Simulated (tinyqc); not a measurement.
Phase shift across the band: Koster-Slater impurity in a tight-binding band, by Green functions and by supercells. Computed by tinyqc, a small Python program. Command: `OMP_NUM_THREADS=1 python tinyqc.py 3013951 3013952 out.jsonl kosterslater walk`. One thread of a shared host (Intel(R) Xeon(R) Processor @ 2.30GHz), about 0.06 s of CPU time with the checks.

One orbital per site, e(k) = -2 t sum cos(k_i) over 3 direction(s), band from -6 t to 6 t, lattice constant 1. One site has the extra energy U. Spin is left out.

Inputs (values chosen for the exercise, for a model band): hopping t = 0.94 eV; impurity potential U = -7.94 eV; broadening eta = 0.14 eV.

Lattice: simple cubic.

Method:
- Outside the band G0(E) = (1/pi) int_0^pi dk (2/(pi z)) K(16 t^2/z^2), z = E + 2 t cos k, K the complete elliptic integral with parameter m; 200 Gauss-Legendre points.
- A bound state solves 1/U = G0(E).
- Bisection in ln(distance from the edge) between 1e-5 t and |U| + t. Weight on the impurity site: -1/(U^2 dG0/dE), by a central difference with step min(1e-4 t, distance/30). Decay length along an axis: 1/arccosh(1 + distance/(2 t)).
- Inside the band G0(z), z = E + i eta, comes from the chain form 1/(sqrt(y - 2t) sqrt(y + 2t)) (principal roots) at y = z + 2 t cos k + 2 t cos k', averaged over k and k' in (0, pi) with 200 Gauss-Legendre points each.
- delta/pi = -arg(1 - U G0)/pi counts the states added below E (Friedel); host DOS = -Im G0/pi, DOS on the impurity = -Im[G0/(1 - U G0)]/pi; 13 evenly spaced energies from -(band edge + |U| + 2t) to +(band edge + |U| + 2t).

distance from the band edge = 2.99894 eV

level E_b = -8.63894 eV

Across the spectrum:
```
E (eV),Re G0 (1/eV),host DOS (1/eV),DOS on the impurity (1/eV),delta/pi
-15.460,-0.06620,0.00020,0.000889,0.00335
-12.883,-0.08031,0.00030,0.002271,0.00653
-10.307,-0.10258,0.00050,0.014443,0.02134
-7.730,-0.14454,0.00108,0.047791,0.94276
-5.153,-0.26519,0.02154,0.014256,0.85600
-2.577,-0.30493,0.08879,0.012821,0.68159
0.000,0.00000,0.14714,0.010168,0.41533
2.577,0.30493,0.08879,0.005346,0.18288
5.153,0.26519,0.02154,0.002169,0.05453
7.730,0.14454,0.00108,0.000233,0.00398
10.307,0.10258,0.00050,0.000152,0.00219
12.883,0.08031,0.00030,0.000111,0.00145
15.460,0.06620,0.00020,0.000086,0.00104
```

What follows from these numbers?

delta/pi starts and ends near zero (+0.003 and +0.001): the impurity moves states but creates none. delta/pi rises at the bound state below the band (-8.639 eV), reaches 0.94 among these rows (1 in the limit of small eta, just above the level) and is paid back by the top of the band.

Extremes, crossings and ranges named in words are read from the listed rows.
